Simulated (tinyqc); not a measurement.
# Hot carriers by balance equations with a heated Maxwellian, step by step

A worked calculation. Computed by tinyqc, a small Python program that keeps every step. Command: `OMP_NUM_THREADS=1 python tinyqc.py 3018717 3018718 out.jsonl hot walk`. One thread of a shared host (Intel(R) Xeon(R) Processor @ 2.30GHz), about 0.01 s of CPU time with the checks. Intermediate numbers are printed to about 6 digits and carried at full precision; extremes and crossings named in words are read from the listed rows.

The carriers follow a Maxwellian at an electron temperature T_e, slightly displaced; the drift energy is neglected against k_B T_e. The balance averages the rate, not the time, so mu_0 lies below the relaxation-time value.

Inputs (values chosen for the exercise, modelled on holes in silicon):
```
quantity                                          value       unit
effective mass m                                  0.503        m_0
density rho                                        2329     kg/m^3
sound velocity v_l                                 8950        m/s
acoustic deformation potential D_A                  5.6         eV
phonon energy hbar w                               60.5        meV
optical or intervalley deformation potential D_o    8.5  1e8 eV/cm
final valleys Z_f                                     1          -
lattice temperature T                               350          K
electric field F                                     10      kV/cm
mixing                                              0.3          -
iteration cap                                       300          -
```

Band: parabolic. Solver: damped fixed point.

Constants: k_B = 8.617333262e-05 eV/K; k_B = 1.380649e-23 J/K; e = 1.602176634e-19 C; hbar = 1.054571817e-34 J s; m_0 = 9.1093837015e-31 kg; hbar = 6.582119569e-16 eV s.

## Equilibrium values

Parabolic band: E = hbar^2 k^2/(2 m), speed v = hbar k/m, states per spin, volume and energy g(E) = m k/(2 pi^2 hbar^2). Masses are multiplied by m_0 and all formulas are in SI units. Phonon occupation N_q = 1/(exp(hbar w/(k_B T)) - 1). Acoustic deformation potential (elastic, equipartition, absorption and emission together): 1/tau = 2 pi k_B T D_A^2 g(E)/(hbar rho v_l^2). Optical or intervalley deformation potential: 1/tau = (pi Z_f D_o^2/(rho w)) [N_q g(E + hbar w) + (N_q + 1) g(E - hbar w)], with g = 0 below the band edge. Averages over the Maxwellian, <y> = int y x^(1/2) exp(-x) dx / int x^(1/2) exp(-x) dx with x = E/(k_B T_e), split at x_0 = hbar w/(k_B T_e): 64 Gauss-Legendre points in sqrt(x) below it and 128 in sqrt(x - x_0) above it, up to x = 32. Momentum balance: mu(T_e) = e/(m nu), nu = <x (sum of rates)>/<x>. Power lost per carrier: P(T_e) = hbar w <emission rate - absorption rate> + <(2 m v_l^2/(k_B T)) (E - 2 k_B T) acoustic rate>. Energy relaxation time at weak heating: tau_E = (3/2) k_B / (dP/dT_e), the derivative by a central difference of +/- 0.5 K at T_e = T.

low-field mobility mu_0 = 566.564 cm^2/(V s)

energy relaxation time tau_E = 0.357191 ps

tau_E is 2.20 times the momentum relaxation time m mu_0/e: energy is lost more slowly than direction, which is why carriers heat.

## Balance functions

The field that sustains T_e follows from e mu F^2 = P.

Against the electron temperature:
```
T_e (K)  mu (cm^2/(V s))  P optical (1e9 eV/s)  P acoustic (1e9 eV/s)  F (kV/cm)  drift velocity (1e7 cm/s)
385              518.252                12.708            1.77443e-01     4.9862                   0.258413
455              446.180                38.792            5.78702e-01     9.3936                   0.419123
560              375.094                77.709            1.28402e+00    14.5119                   0.544333
700              315.995               126.907            2.39264e+00    20.2283                   0.639204
1050             239.153               233.308            5.86074e+00    31.6238                   0.756293
1750             175.393               394.796            1.51324e+01    48.3447                   0.847930
2800             134.910               571.196            3.34969e+01    66.9493                   0.903210
4200             108.618               749.514            6.44682e+01    86.5678                   0.940283
```

Optical phonons take 99 % of the power in the first row and 92 % in the last. The velocity grows as F^0.76 at first and as F^0.16 at the end, so it levels off; if optical phonons alone set both balances the limit at high T_e would be sqrt(3 hbar w tanh(hbar w/2 k_B T)/(4 m)) = 1.10 in the same unit. Rows above 1400 K (k_B T_e > 0.12 eV) stretch the parabolic band.

## First iteration

Fixed point: T_out = T + (T_e - T) e mu(T_e) F^2/P(T_e), T_new = T_e + mixing (T_out - T_e). Start at T_e = 1.5 T.

mu at the start = 395.289 cm^2/(V s)

P at the start = 6.59073e+10 eV/s

new T_e = 503.988 K

## The whole iteration

Start at T_e = 1.5 T; stop when T_e moves by less than 1e-6 K or exceeds 1e6 K.

Course of the iteration:
```
iteration  T_e (K)  mu (cm^2/(V s))     step (K)
1          525.000          395.289  2.10124e+01
2          503.988          408.913  1.36156e+01
3          490.372          418.437  8.75177e+00
4          481.620          424.877  5.59246e+00
5          476.028          429.131  3.55909e+00
6          472.469          431.898  2.25884e+00
7          470.210          433.678  1.43103e+00
...            ...              ...          ...
32         466.318          436.789  1.46961e-05
33         466.318          436.790  9.28041e-06
34         466.318          436.790  5.86046e-06
35         466.318          436.790  3.70081e-06
36         466.318          436.790  2.33701e-06
37         466.318          436.790  1.47579e-06
38         466.318          436.790  9.31944e-07
```

electron temperature T_e = 466.318 K

Converged in 38 iterations.

## Drift velocity

v = mu(T_e) F; warm-carrier coefficient (mu/mu_0 - 1)/F^2.

mobility mu(T_e) = 436.790 cm^2/(V s)

drift velocity = 0.436790 1e7 cm/s

mu/mu_0 = 0.770945

(mu/mu_0 - 1)/F^2 = -0.00229055 cm^2/kV^2

T_e/T = 1.33; the simple estimate T + (2/3) e mu_0 F^2 tau_E/k_B would give 507 K, too high since mu falls and tau_E changes as the gas heats. Caution: the drift energy m v^2/2 is not small against the heating (3/2) k_B (T_e - T), so T_e - T is rough.

Checks made by the program: detailed balance, P(T_e = T) = 0, on the scale of P at 1.1 T (relative difference below 1e-10).
